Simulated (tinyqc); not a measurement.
Domain walls in a thin film with perpendicular anisotropy: Bloch, Neel and chiral walls, motion and stripe domains: one step, computed by the program tinyqc.

One-dimensional wall: polar angle theta(x), azimuth phi of the moment in the wall (phi = 0 Neel, 90 degrees Bloch). mu_0 = 1.25663706212e-6 T m/A, gamma = 1.76085963023e11 rad/(s T).

Question. Stripe domains. Dipolar length l = sigma/(mu_0 M_s^2); for t much smaller than the period the domain width is w = 0.955 t exp(pi l/t) (Kaplan and Gehring), given as log10 of w in nm.

Inputs (values chosen for the exercise, for a model film): saturation magnetisation M_s = 1330 kA/m; thickness t = 1.5 nm.

wall energy sigma = 4.539406 mJ/m^2

Give: dipolar length l; log10 of the domain width in nm.

Answer.

dipolar length l = 2.0421 nm

log10 of the domain width in nm = 2.0136

Equilibrium domains are about 100 nm wide.
